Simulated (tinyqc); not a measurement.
From results back to parameters: static screening by free carriers. Three cases, with inputs chosen for the exercise.

Problem. At zero temperature the gas shows Friedel oscillations of period pi/kF and a Thomas-Fermi length 1/qTF; n and m are hidden.

kF = (3 pi^2 n/Mv)^(1/3), EF = c kF^2/m with c = hbar^2/2m0, n in 1/angstrom^3 (1e-24 per 1/cm^3), e2 = e^2/(4 pi eps0). Thomas-Fermi: qTF^2 = 6 pi e2 n/(eps EF). Debye: qD^2 = 4 pi e2 n/(eps kB T).

Constants: hbar^2/2m0 = 3.80998211 eV angstrom^2; e^2/(4 pi eps0) = 14.39964547 eV angstrom.

Find: kF; n; m.

Method. kF = pi/period and n = Mv kF^3/(3 pi^2); qTF^2 = 2 e2 Mv m kF/(pi eps c) then gives m.

Case 1.

Values chosen (out of a larger set: near those of InAs; not measured data): Mv = 1 (valleys); eps = 15.1 (background dielectric constant).

period = 675.331 angstrom
1/qTF = 228.227 angstrom

Solution.

kF = 0.004652 1/angstrom
n = 3.40e+15 1/cm^3
m = 0.026 m0

Case 2.

Values chosen (out of a larger set: near those of GaN; not measured data): Mv = 1 (valleys); eps = 9.52 (background dielectric constant).

period = 689.117 angstrom
1/qTF = 66.0403 angstrom

Solution.

kF = 0.004559 1/angstrom
n = 3.20e+15 1/cm^3
m = 0.199 m0

Case 3.

Values chosen (out of a larger set: near those of GaAs; not measured data): Mv = 1 (valleys); eps = 12.5 (background dielectric constant).

period = 103.300 angstrom
1/qTF = 50.1951 angstrom

Solution.

kF = 0.03041 1/angstrom
n = 9.50e+17 1/cm^3
m = 0.068 m0

Computed by tinyqc, one run a case: `OMP_NUM_THREADS=1 python tinyqc.py N N+1 out.jsonl` with N = 1650406, 1650410, 1650418; one thread of a shared Intel(R) Xeon(R) Processor @ 2.30GHz, about 0.01 s a run at most.
